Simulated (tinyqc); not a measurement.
# Illuminated p-n diode, drift-diffusion by the Gummel loop with Scharfetter-Gummel fluxes, step by step

Program tinyqc, `OMP_NUM_THREADS=1 python tinyqc.py 2240126 2240127 out.jsonl`; Intel Xeon 2.30GHz, shared host, one thread, about 1 s. Printed values are rounded.

Abrupt junction at x = 0, p side from -Lp, n side to Ln, ohmic contacts. psi is counted from the intrinsic level; n = ni exp((psi - phin)/Vt), p = ni exp((phip - psi)/Vt). Contacts: p side psi = V - Vt ln(Na/ni), p = Na, n = ni^2/Na; n side psi = Vt ln(Nd/ni), n = Nd, p = ni^2/Nd. Constant mobilities, D = mu Vt, Boltzmann statistics, SRH recombination through a mid-gap level, U = (n p - ni^2)/(tp (n + ni) + tn (p + ni)). Current is positive from the p contact to the n contact.

Inputs (values chosen for the exercise); band and dielectric values those of a made-up semiconductor:
- T = 300 K (temperature)
- Eg = 1.8 eV (band gap)
- eps_r = 9.9 (relative permittivity)
- Nc = 3.96e17 cm^-3 (conduction-band density of states at T)
- Nv = 7.55e18 cm^-3 (valence-band density of states at T)
- Na = 6.4e15 cm^-3 (acceptor density of the p side)
- Nd = 2.3e16 cm^-3 (donor density of the n side)
- mun = 6100 cm^2/(V s) (electron mobility)
- mup = 380 cm^2/(V s) (hole mobility)
- tn = 6e-9 s (SRH lifetime of electrons)
- tp = 6e-8 s (SRH lifetime of holes)
- G = 4e19 cm^-3 s^-1 (uniform generation rate)
- V = 1.25 V (bias of the p contact)

Constants: q = 1.602176634e-19 C, kB = 1.380649e-23 J/K, Vt = kB T/q, eps0 = 8.8541878128e-14 F/cm where lengths are in cm. Results are converted to the units shown.

## Intrinsic density and built-in voltage

ni = sqrt(Nc Nv) exp(-Eg/(2 Vt)), Eg in volts; Vbi = Vt ln(Na Nd/ni^2).

ni = 1313.671 cm^-3
Vbi = 1.543576 V

## Round 1: Poisson equation

```
node	x (nm)	phin at the start (V)	phip at the start (V)
0	-5900	1.25	1.25
1	-2620	0	1.25
2	-1140	0	1.25
3	-471	0	1.25
4	-168	0	1.25
5	-31	0	1.25
6	31	0	1.25
7	140	0	1.25
8	332	0	1.25
9	668	0	1.25
10	1260	0	1.25
11	2300	0	0
```

With phin and phip held, solve a_i (psi_(i+1) - psi_i) - a_(i-1) (psi_i - psi_(i-1)) + q w_i (p_i - n_i + C_i) = 0 for the inner nodes by Newton steps to convergence; a_i = eps0 eps_r/h_i, h_i = x_(i+1) - x_i, w_i = (h_(i-1) + h_i)/2, C = -Na or +Nd.

```
node	psi (V)	n after Poisson (cm^-3)	p after Poisson (cm^-3)
0	0.4947469	2.696454e-10	6.4e15
1	0.4947458	2.690609e11	6.400269e15
2	0.4947463	2.690662e11	6.400142e15
3	0.4949132	2.708085e11	6.358967e15
4	0.5061060	4.175349e11	4.124355e15
5	0.6365542	6.488222e13	2.654135e13
6	0.7681855	1.055444e16	1.631599e11
7	0.7876003	2.236609e16	7.699433e10
8	0.7883143	2.299242e16	7.489694e10
9	0.7883229	2.300004e16	7.487212e10
10	0.7883230	2.300007e16	7.487202e10
11	0.7883229	2.3e16	7.503177e-11
```

## Round 1: electron continuity

With psi and p held, F_i = (mun Vt/h_i) [n_(i+1) B(d_i) - n_i B(-d_i)], d_i = (psi_(i+1) - psi_i)/Vt, B(d) = d/(exp(d) - 1); solve F_i - F_(i-1) = w_i [(n_i p_i - ni^2)/den_i - G] for the new n, with den = tp (n + ni) + tn (p + ni) taken at the old n and p, h_i = x_(i+1) - x_i, w_i = (h_(i-1) + h_i)/2; phin = psi - Vt ln(n/ni).

```
node	new n (cm^-3)	phin after round 1 (V)
0	2.696454e-10	1.250000
1	1.580659e11	0.013751
2	2.263409e11	0.004470
3	2.586619e11	0.001186
4	4.162754e11	0.000078
5	6.488133e13	0.000000
6	1.055439e16	0.000000
7	2.236599e16	0.000000
8	2.299233e16	0.000000
9	2.299997e16	0.000000
10	2.300003e16	0.000000
11	2.3e16	0.000000
```

## Round 1: hole continuity

With psi and the new n held, F_i = (mup Vt/h_i) [p_(i+1) B(-d_i) - p_i B(d_i)], d_i = (psi_(i+1) - psi_i)/Vt, B(d) = d/(exp(d) - 1); solve F_i - F_(i-1) = w_i [(n_i p_i - ni^2)/den_i - G] for the new p, with den = tp (n + ni) + tn (p + ni) taken at the new n and the old p, h_i = x_(i+1) - x_i, w_i = (h_(i-1) + h_i)/2; phip = psi + Vt ln(p/ni).

```
node	new p (cm^-3)	phip after round 1 (V)
0	6.4e15	1.250000
1	6.400274e15	1.250000
2	6.400101e15	1.250000
3	6.358903e15	1.250000
4	4.124305e15	1.250000
5	2.654034e13	1.249999
6	1.633117e11	1.250024
7	7.781835e10	1.250275
8	7.643456e10	1.250525
9	7.421873e10	1.249773
10	5.951981e10	1.244068
11	7.503177e-11	0.000000
```

## Round 2: Poisson equation

As before.

```
node	psi (V)	n after Poisson (cm^-3)	p after Poisson (cm^-3)
0	0.4947469	2.696454e-10	6.4e15
1	0.4947463	1.580687e11	6.400158e15
2	0.4947463	2.263409e11	6.400100e15
3	0.4949130	2.586598e11	6.358955e15
4	0.5061057	4.162710e11	4.124348e15
5	0.6365541	6.488128e13	2.654036e13
6	0.7681856	1.055443e16	1.633111e11
7	0.7876005	2.236609e16	7.781802e10
8	0.7883145	2.299242e16	7.643425e10
9	0.7883230	2.300004e16	7.421850e10
10	0.7883230	2.300006e16	5.951973e10
11	0.7883229	2.3e16	7.503177e-11
```

## Round 2: electron continuity

As before.

```
node	new n (cm^-3)	phin after round 2 (V)
0	2.696454e-10	1.250000
1	1.580673e11	0.013752
2	2.263399e11	0.004470
3	2.586595e11	0.001186
4	4.162710e11	0.000078
5	6.488128e13	0.000000
6	1.055443e16	0.000000
7	2.236609e16	0.000000
8	2.299242e16	0.000000
9	2.300004e16	0.000000
10	2.300006e16	0.000000
11	2.3e16	0.000000
```

## Round 2: hole continuity

As before.

```
node	new p (cm^-3)	phip after round 2 (V)
0	6.4e15	1.250000
1	6.400158e15	1.250000
2	6.400100e15	1.250000
3	6.358955e15	1.250000
4	4.124348e15	1.250000
5	2.654036e13	1.249999
6	1.633111e11	1.250024
7	7.781802e10	1.250275
8	7.643427e10	1.250525
9	7.421852e10	1.249773
10	5.951974e10	1.244068
11	7.503177e-11	0.000000
```

## Course of the Gummel loop

Stop when phin and phip change by less than 1e-8 V, or after 80 rounds. J = Jn at the p contact + Jp at the n contact + q sum w_i U_i - q G sum w_i over the inner nodes, which avoids differences of large majority fluxes: Jn = (q mun Vt/h_0)[n_1 B(d_0) - n_0 B(-d_0)], Jp = (q mup Vt/h_last)[p_(N-1) B(d_last) - p_N B(-d_last)], d_i = (psi_(i+1) - psi_i)/Vt, B(d) = d/(exp(d) - 1), w_i = (h_(i-1) + h_i)/2.

Course of the iteration:
```
round	J (A/cm^2)	largest change of phin, phip (V)
1	0.01215121	0.0138
2	0.01215121	2.41e-7
3	0.01215121	4.24e-12
```

Converged in 3 rounds.

## Recombination and current

```
node	converged psi (V)	converged n (cm^-3)	converged p (cm^-3)
0	0.4947469	2.696454e-10	6.4e15
1	0.4947463	1.580673e11	6.400158e15
2	0.4947463	2.263399e11	6.400100e15
3	0.4949130	2.586595e11	6.358955e15
4	0.5061057	4.162710e11	4.124348e15
5	0.6365541	6.488128e13	2.654036e13
6	0.7681856	1.055443e16	1.633111e11
7	0.7876005	2.236609e16	7.781802e10
8	0.7883145	2.299242e16	7.643427e10
9	0.7883230	2.300004e16	7.421852e10
10	0.7883230	2.300006e16	5.951974e10
11	0.7883229	2.3e16	7.503177e-11
```

U_i as defined. J = Jn at the p contact + Jp at the n contact + q sum w_i U_i - q G sum w_i over the inner nodes, which avoids differences of large majority fluxes: Jn = (q mun Vt/h_0)[n_1 B(d_0) - n_0 B(-d_0)], Jp = (q mup Vt/h_last)[p_(N-1) B(d_last) - p_N B(-d_last)], d_i = (psi_(i+1) - psi_i)/Vt, B(d) = d/(exp(d) - 1), w_i = (h_(i-1) + h_i)/2.

U, node 0 to 11 (cm^-3 s^-1): 0  2.633804e19  3.770998e19  4.309238e19  6.930855e19  4.249560e20  2.721848e18  1.296967e18  1.273904e18  1.236975e18  9.919954e17  0
Jn at the p contact = 0.01217608 A/cm^2
Jp at the n contact = 9.007760e-4 A/cm^2
recombination = 0.002945208 A/cm^2
generation = 0.003870859 A/cm^2
J = 0.01215121 A/cm^2

A 500-node mesh gives J = 0.01229 A/cm^2; this mesh differs from it by -1.4e-4 A/cm^2 (-1.1 %).
